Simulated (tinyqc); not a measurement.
Worked calculation: three-level Kane dispersion of a narrow-gap semiconductor. Values are carried at full precision from step to step, so a last printed digit may differ when a step is redone from the rounded ones.

Zero of energy at Gamma8, c = hbar^2/2m0, P^2 = Ep c. The free-electron term and remote bands are left out, so the heavy holes are flat at E = 0 and the other three bands obey E (E - Eg)(E + Dso) = P^2 k^2 (E + 2 Dso/3). The conduction band is the highest root; its edge is Ec = max(Eg, 0).

Constants: hbar^2/2m0 = 3.80998211 eV angstrom^2; hbar = 6.58211957e-16 eV s; e^2/(4 pi eps0) = 14.39964547 eV angstrom; muB = 5.788381798e-05 eV/T.

Values chosen for the exercise (a narrow-gap II-VI alloy; the results hold for these values, not for the real material): Eg = 0.24 eV (E(Gamma6) - E(Gamma8)); Dso = 1.02 eV (spin-orbit splitting); Ep = 19.1 eV (Kane energy); k = 0.039 1/angstrom (wave vector); n = 5.6e+18 cm^-3 (electron density); eps = 12.8 (high-frequency dielectric constant); B = 3.7 T (magnetic field).

## The three bands at one k

Expand the equation into E^3 + a2 E^2 + a1 E + a0 = 0 and give its roots; compare with the two-level form (Dso to infinity) E = Eg/2 +/- sqrt(Eg^2/4 + (2/3) P^2 k^2).

P^2 k^2 = 0.110684 eV^2

a2, a1, a0: 0.780000  -0.355484  -0.075265

roots (eV): -1.0502  -0.1647  0.4350

two-level form (eV): -0.1770  0.4170

The two-level form misses the highest root by -18.0 meV. The order is normal: Gamma6 forms the conduction band.

## Mass at the edge and limiting velocity

m0* = Eg (Eg + Dso)/(Ep (Eg + 2 Dso/3)). In the two-level form the velocity tends to v = sqrt(2/3) P/hbar, and |Eg| = 2 m v^2 with m = 3 |Eg|/(2 Ep), as for a relativistic particle. 1 angstrom = 1e-10 m.

m0* = 0.01721 m0
P = 8.5306 eV angstrom
v = 1.058e+06 m/s
k at which the linear part sets in, |Eg|/(2 hbar v) = 0.01723 1/angstrom

## Fermi level and mass at a given density

Degenerate electrons at T = 0: kF = (3 pi^2 n)^(1/3), 1 cm^-3 = 1e-24 angstrom^-3; EF is the highest root at kF. The momentum (cyclotron, optical) mass is m(E) = hbar^2 k/(dE/dk) = c d(k^2)/dE with d(k^2)/dE = k^2 [1/E + 1/(E - Eg) + 1/(E + Dso) - 1/(E + 2 Dso/3)]; the density of states is k d(k^2)/dE/(2 pi^2).

Edge mass m0* = Eg (Eg + Dso)/(Ep (Eg + 2 Dso/3)).

Compare EF - Ec with the parabolic value c kF^2/m0*.

kF = 0.05494 1/angstrom
EF - Ec = 0.3119 eV
parabolic value = 0.6682 eV
m(EF) = 0.05569 m0
m(EF)/m0* = 3.236
density of states at EF = 4.068e+19 1/(eV cm^3)

The parabola overstates EF - Ec by a factor of 2.14; (EF - Ec)/|Eg| = 1.30, and the two-level rule 1 + 2 (EF - Ec)/|Eg| = 3.599 estimates the mass ratio.

## Plasma and cyclotron energies

hbar wp = sqrt(8 pi c (e^2/4 pi eps0) n/(eps m)), hbar wc = 2 muB B/m (classical limit), with m = m(EF) and, for comparison, the edge mass; n in angstrom^-3.

hbar wp with m(EF), with m0* (meV): 104.08  187.23

hbar wc with m(EF), with m0* (meV): 7.69  24.89

EF - Ec = 311.9 meV is 41 times hbar wc, so the classical value applies.

## Checks

- Roots of the cubic against the 8 x 8 Kane matrix without remote terms: they agree to 1e-10 or better.
- m(E) near the edge against m0*: both 0.01721.

Run: tinyqc, `OMP_NUM_THREADS=1 python tinyqc.py 1051214 1051215 out.jsonl`; Intel(R) Xeon(R) Processor @ 2.30GHz, one thread, shared host; about 0.01 s of CPU time with all checks.
